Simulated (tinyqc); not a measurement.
From results back to parameters: bond-orbital model of a tetrahedral semiconductor (Harrison's universal couplings). Two cases, with inputs chosen for the exercise.

Problem. In the bond-orbital model the bond-antibond splitting is 2 sqrt(V2^2 + V3^2), Z* = 4 ap - (Z - 4) with ap = V3/sqrt(V2^2 + V3^2), and V2 = 3.22 x 2c/d^2, c = hbar^2/2m0. The values below come from a hidden bond length and V3.

Constants: hbar^2/2m0 = 3.80998211 eV angstrom^2.

Case 1.

Values chosen (out of a larger set: near tabulated values for GaSb; the model gives trends, and its gaps can be far from the real ones; not measured data): Z = 5 (valence electrons of the anion).

splitting = 7.53546 eV
Z* = 0.49692 e

Case 2.

Values chosen (out of a larger set: near tabulated values for ZnSe; the model gives trends, and its gaps can be far from the real ones; not measured data): Z = 6 (valence electrons of the anion).

splitting = 12.06462 eV
Z* = 0.92094 e

Find: V2, V3; d.

Solution. ap = (Z* + Z - 4)/4; V3 = ap times half the splitting, V2 = sqrt(1 - ap^2) times it, and d = sqrt(6.44 c/V2).

Case 1.

V2, V3 (eV): 3.494  1.410

d = 2.650 angstrom

Case 2.

V2, V3 (eV): 4.121  4.405

d = 2.440 angstrom

Computed by tinyqc, one run a case: `OMP_NUM_THREADS=1 python tinyqc.py N N+1 out.jsonl` with N = 1450185, 1450257; one thread of a shared Intel(R) Xeon(R) Processor @ 2.30GHz, about 0.01 s a run at most.
